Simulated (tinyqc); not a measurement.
## True capacitance, leakage and series resistance from two frequencies

Question. A capacitance C in parallel with G and in series with Rs is measured as Cp and D = Gp/(w Cp) at two frequencies. The series reading Cs = Cp (1 + D^2) equals C + G^2/(w^2 C), and Re Z = D/(w Cp (1 + D^2)) = Rs + G/(G^2 + w^2 C^2). Find C, G and Rs.

f (Hz): 1e6  1e7
Cp (pF): 5.72902040  5.52236616
D: 0.0201402237  0.194529259

Answer. w^2 Cs = w^2 C + G^2/C is a straight line in w^2 with slope C; the intercept gives G, and the real part then gives Rs.

C = 5.73 pF
G = 0.0250 uS
Rs = 540 ohm

Numbers from tinyqc (`OMP_NUM_THREADS=1 python tinyqc.py 2022161 2022162 out.jsonl`; about 0.01 s on one thread of a shared Intel Xeon 2.30GHz).
